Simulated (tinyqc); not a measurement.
Flow curve at three pumping speeds: Berg model of reactive sputtering of a nitride or oxide: poisoning, hysteresis and pumping speed. Computed by tinyqc, a small Python program. Command: `OMP_NUM_THREADS=1 python tinyqc.py 3003573 3003574 out.jsonl berg walk`. One thread of a shared host (Intel(R) Xeon(R) Processor @ 2.30GHz), about 0.06 s of CPU time with the checks.

A diatomic gas reacts with bare metal on the target and on the collecting surfaces; ions remove metal and compound from the target. theta_t and theta_c are the compound fractions.

Inputs (values chosen for the exercise, close to those used for tantalum nitride):
```
quantity                         value     unit
ion current density J               26  mA/cm^2
target area A_t                    200     cm^2
collecting area A_c               4200     cm^2
metal yield Y_m                   0.58        -
compound yield Y_c                0.22        -
sticking coefficient alpha        0.12        -
reactive atoms per metal atom z      1        -
gas mass M                          28        u
pumping speed S                     62      l/s
gas temperature T                  300        K
```

Constants: e = 1.602176634e-19 C; u = 1.6605390666e-27 kg; k_B = 1.380649e-23 J/K.

Method. Ion flux j = J/e; gas flux F = P/sqrt(2 pi M k_B T). Target: (2/z) alpha F (1 - theta_t) = j Y_c theta_t. Sputtered flows F_c = j Y_c theta_t A_t, F_m = j Y_m (1 - theta_t) A_t. Collector: (2/z) alpha F (1 - theta_c) A_c + F_c (1 - theta_c) = F_m theta_c. Gas use Q = alpha F [(1 - theta_t) A_t + (1 - theta_c) A_c] + P S/(k_B T); 1 sccm = 4.4780e17 molecules/s. Rate R = F_m + F_c, given relative to j Y_m A_t. P is a single-valued function of the flow Q only if dQ/dP > 0 everywhere: S must exceed k_B T times the steepest fall of the surface terms with P.

pressure of the steepest fall = 0.0515361 Pa

critical pumping speed = 68.0608 l/s

Pressure as the free variable:
```
P (Pa)  theta_t  theta_c  relative rate  Q at S_c/4 (sccm)  Q at S_c (sccm)  Q at 2 S_c (sccm)
0.0026  0.04784  0.30527        0.97030              6.250            6.321              6.417
0.0052  0.09132  0.47890        0.94332              9.543            9.686              9.877
0.0100  0.16196  0.65638        0.89948             12.501           12.776             13.143
0.0180  0.25808  0.79452        0.83981             14.190           14.685             15.346
0.0310  0.37464  0.88711        0.76746             14.594           15.448             16.585
0.0520  0.50123  0.94263        0.68889             14.126           15.557             17.465
0.0820  0.61311  0.97078        0.61945             13.392           15.649             18.658
0.1300  0.71529  0.98616        0.55603             12.718           16.296             21.066
0.2100  0.80231  0.99398        0.50202             12.415           18.194             25.900
0.4100  0.88794  0.99824        0.44887             13.179           24.463             39.508
```

At S_c/4 the flow falls with pressure in 4 of the intervals: as the target poisons, less metal arrives to getter the gas. At 2 S_c it rises throughout. Coverages and rate depend on P alone, not on S. The collector converts before the target (theta_c = 0.89 at theta_t = 0.37), since the metal is spread over a larger area and no ions clean it. The rate tends to Y_c/Y_m = 0.379.
